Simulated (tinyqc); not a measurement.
From results back to parameters: quantum-confined Stark effect in a modulator well.

Problem. The shift of E_e + E_h was computed from a hidden field.

Envelopes on cells of 0.5 angstrom over the well |z| < L/2 and 45 angstrom of barrier on each side, psi = 0 beyond, psi'/m continuous (mean mass between points), c = hbar^2/2m0. The electron sees + e F z and the hole - e F z, each with its offset in the barriers; 1 kV/cm = 1e-5 eV/angstrom. Light holes, band mixing and escape by tunnelling are left out.

Constants: hbar^2/2m0 = 3.80998211 eV angstrom^2.

Inputs chosen for the exercise (near those of an InGaAsP well in InP; shifted at random, so the results belong to these values and not to a real crystal): L = 64 angstrom (well width); Vc = 0.185 eV (conduction offset); Vv = 0.309 eV (heavy-hole offset); me = 0.0502 m0 (electron, well); meb = 0.0767 m0 (electron, barrier); mh = 0.357 m0 (heavy hole along z, well); mhb = 0.494 m0 (heavy hole, barrier).

shift = -2.619 meV

Find: F; local exponent d ln(shift)/d ln F.

Solution. The shift grows steadily in size with F, so bisection finds one value; its slope is -e times the separation of the carriers.

F = 63.0 kV/cm
local exponent d ln(shift)/d ln F = 1.98

Computed by tinyqc, a small Python program: `OMP_NUM_THREADS=1 python tinyqc.py 1281183 1281184 out.jsonl` (the numbers bound the seed that draws the inputs); one thread of a shared host (Intel(R) Xeon(R) Processor @ 2.30GHz), about 0.2 s for the whole set of steps.
